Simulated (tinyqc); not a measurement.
Critical points: density of states of one tight-binding band on the triangular lattice.

E(k) = -2 t (cos 2 pi k1 + cos 2 pi k2 + cos 2 pi (k1 + k2)); k in fractions of the reciprocal vectors, mesh k_i = j/N with j = 0 .. N-1. Densities are per cell and per spin, so the band holds one state.

Inputs chosen for the exercise: t = 2.03 eV (nearest hopping).

The gradient vanishes at these points by symmetry; the signs of the eigenvalues of the second-derivative matrix give the type.

Critical points:

| point | k | E (eV) | positive | negative | type |
|---|---|---|---|---|---|
| Gamma | (0, 0) | -12.1800 | 2 | 0 | minimum |
| M | (0.5, 0) | 4.0600 | 1 | 1 | saddle |
| K | (0.3333, 0.3333) | 6.0900 | 0 | 2 | maximum |

What does the comparison show?

Gamma is a minimum at -12.180 eV: g has a step there. M is a saddle at 4.060 eV: g diverges logarithmically there. K is a maximum at 6.090 eV: g has a step there.

tinyqc: `OMP_NUM_THREADS=1 python tinyqc.py 1682566 1682567 out.jsonl`; about 0.09 s, one thread, shared Intel(R) Xeon(R) Processor @ 2.30GHz.
